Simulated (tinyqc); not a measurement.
Hall effect and magnetoresistance of several carrier groups with constant relaxation times: one step, computed by the program tinyqc.

Group 1 has charge +e and group 2 charge +e; s_i is that sign. B lies along z; mu B is formed with mu in m^2/(V s).

Problem. Back from four measured limits to the two groups. With z_i = s_i mu_i and w_i = s_i n_i the moments M_k = w1 z1^k + w2 z2^k are M_(-1) = (1 + MR_sat) M_0^2/M_1, M_0 = 1/(e R_strong), M_1 = sigma(0)/e, M_2 = R_weak sigma(0)^2/e. The z_i are the roots of z^2 + p z + q with M_2 + p M_1 + q M_0 = 0 and M_1 + p M_0 + q M_(-1) = 0; then w follows from M_0 and M_1. Group 1 is the faster.

Carriers: light and heavy holes. Densities: per area (a thin layer).

R_H at strong field = 1.522319e+08 cm^2/C

sigma at B = 0 = 4.341899e-05 S

R_H at weak field = 1.952145e+08 cm^2/C

saturation MR = 29.51080 %

Constants: e = 1.602176634e-19 C.

Give: p and q; signed mobilities s_i mu_i; densities.

Solution.

p and q: [-14800, 4.180e+07]

signed mobilities s_i mu_i (cm^2/(V s)): [11000, 3800]

densities (1/cm^2): [1.60e+10, 2.500e+10]
